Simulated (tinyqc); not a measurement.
Effective-mass impurity with a central-cell term, in a basis of Slater functions: one step, computed by the program tinyqc. Command: `OMP_NUM_THREADS=1 python tinyqc.py 3000019 3000020 out.jsonl centralcell walk`. One thread of a shared host (Intel(R) Xeon(R) Processor @ 2.30GHz), about 0.01 s of CPU time with the checks.

The envelope obeys H = -nabla^2 - (2/r) [Z + A exp(-kappa r)] in effective units, with kappa = a*/lambda; positive A deepens the well near the core.

Problem. Generalised eigenproblem. (T + V + W) c = E S c with c^T S c = 1 and the largest component positive.

Impurity: donor, one isotropic band.

kinetic T (Ry*), lower triangle (symmetric):
```
           1         2         3         4
1     0.1296
2  0.2451880  0.944784
3  0.2611261  1.787421  6.887475
4  0.2014107  1.903609  13.03030  50.20970
```

Coulomb V (Ry*), lower triangle (symmetric):
```
            1          2          3          4
1       -0.72
2  -0.9333288     -1.944
3  -0.8248495  -2.519988    -5.2488
4  -0.5878985  -2.227094  -6.803967  -14.17176
```

central cell W (Ry*), lower triangle (symmetric):
```
              1            2           3          4
1  -0.002934437
2   -0.01157205  -0.04593485
3   -0.03852253   -0.1551517  -0.5414997
4   -0.09223951   -0.3809852   -1.410140  -4.109393
```

overlap S, lower triangle (symmetric):
```
          1         2         3         4
1  1.000000
2  0.700697  1.000000
3  0.276387  0.700697  1.000000
4  0.078956  0.276387  0.700697  1.000000
```

Give: two lowest levels; coefficients of the lowest state; <T>; <W>.

Solution.

two lowest levels (Ry*): -1.056  -0.251

coefficients of the lowest state: -0.0481  0.9931  0.0541  0.0027

<T> = 1.134 Ry*

<W> = -0.06474 Ry*
